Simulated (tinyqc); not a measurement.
Six-band Luttinger-Kohn model with strain: one step. Polarisation of the edge transitions. Three cases, with inputs chosen for the exercise.

Problem. In the basis X, Y, Z times spin, H(k = 0) has -Dso/3 + l exx + m (eyy + ezz) on the diagonal (cyclic) and n exy off it, l = av + 2 b, m = av - b, n = sqrt(3) d. Spin-orbit term (Dso/3) L.sigma on X, Y, Z with (L_k)_ij = -i epsilon_kij: <X+|H|Y+> = -i Dso/3, <X+|H|Z-> = Dso/3, <Y+|H|Z-> = -i Dso/3, <Z+|H|X-> = -Dso/3, <Z+|H|Y-> = i Dso/3, <X-|H|Y-> = i Dso/3, and their conjugates; + and - are the spin along z. The strength of a transition to an s-like conduction level for light polarised along the unit vector u is the weight of the orbital ux X + uy Y + uz Z in the valence state, summed over spin and averaged over the pair.

Give: strain block of X, Y, Z; Relative strengths.

Case 1.

Values chosen (near those of InSb; shifted at random, so the results belong to these values and not to a real crystal): Dso = 0.786 eV (spin-orbit splitting); av = 0.36 eV (valence hydrostatic potential); b = -1.99 eV (tetragonal shear potential); d = -4.8 eV (trigonal shear potential).

strain tensor:
```
             x            y           z
x  -0.00763530  -0.00809524  0.00000000
y  -0.00809524  -0.00763530  0.00000000
z   0.00000000   0.00000000  0.00805701
```

Solution.

strain block of X, Y, Z (eV):
```
         X        Y         Z
X  0.02863  0.06730         0
Y  0.06730  0.02863         0
Z        0        0  -0.06505
```

Relative strengths:
```
polarisation    top  second  third
[100]         0.451   0.241  0.308
[010]         0.451   0.241  0.308
[001]         0.098   0.517  0.384
[110]         0.738   0.004  0.258
[1-10]        0.163   0.479  0.358
[111]         0.525   0.175  0.300
```

The top pair is strongest for light along [110] (0.738) and weakest along [001] (0.098); without strain every direction has 1/3 on average over the fourfold top. For each polarisation the three pairs add up to 1.

Case 2.

Values chosen (near those of Ge; shifted at random, so the results belong to these values and not to a real crystal): Dso = 0.289 eV (spin-orbit splitting); av = 1.31 eV (valence hydrostatic potential); b = -2.7 eV (tetragonal shear potential); d = -5.49 eV (trigonal shear potential).

strain tensor:
```
            x            y            z
x  0.01888210   0.00000000   0.00000000
y  0.00000000  -0.00499850   0.00000000
z  0.00000000   0.00000000  -0.00499850
```

Solution.

strain block of X, Y, Z (eV):
```
          X        Y        Z
X  -0.11732        0        0
Y         0  0.07612        0
Z         0        0  0.07612
```

Relative strengths:
```
polarisation    top  second  third
[100]         0.000   0.332  0.668
[010]         0.500   0.334  0.166
[001]         0.500   0.334  0.166
[110]         0.250   0.333  0.417
[1-10]        0.250   0.333  0.417
[111]         0.333   0.333  0.333
```

The top pair is strongest for light along [010] and [001] (0.500) and weakest along [100] (0.000); without strain every direction has 1/3 on average over the fourfold top. For each polarisation the three pairs add up to 1.

Case 3.

Values chosen (near those of AlAs; shifted at random, so the results belong to these values and not to a real crystal): Dso = 0.281 eV (spin-orbit splitting); av = 2.47 eV (valence hydrostatic potential); b = -2.28 eV (tetragonal shear potential); d = -3.41 eV (trigonal shear potential).

strain tensor:
```
             x            y           z
x  -0.00572654  -0.00704420  0.00000000
y  -0.00704420  -0.00572654  0.00000000
z   0.00000000   0.00000000  0.00488373
```

Solution.

strain block of X, Y, Z (eV):
```
         X        Y         Z
X  0.00797  0.04161         0
Y  0.04161  0.00797         0
Z        0        0  -0.06461
```

Relative strengths:
```
polarisation    top  second  third
[100]         0.468   0.255  0.277
[010]         0.468   0.255  0.277
[001]         0.065   0.490  0.446
[110]         0.783   0.012  0.205
[1-10]        0.152   0.498  0.350
[111]         0.544   0.171  0.285
```

The top pair is strongest for light along [110] (0.783) and weakest along [001] (0.065); without strain every direction has 1/3 on average over the fourfold top. For each polarisation the three pairs add up to 1.

Computed by tinyqc, one run a case: `OMP_NUM_THREADS=1 python tinyqc.py N N+1 out.jsonl` with N = 1051070, 1051371, 1051577; one thread of a shared Intel(R) Xeon(R) Processor @ 2.30GHz, about 0.2 s a run at most.
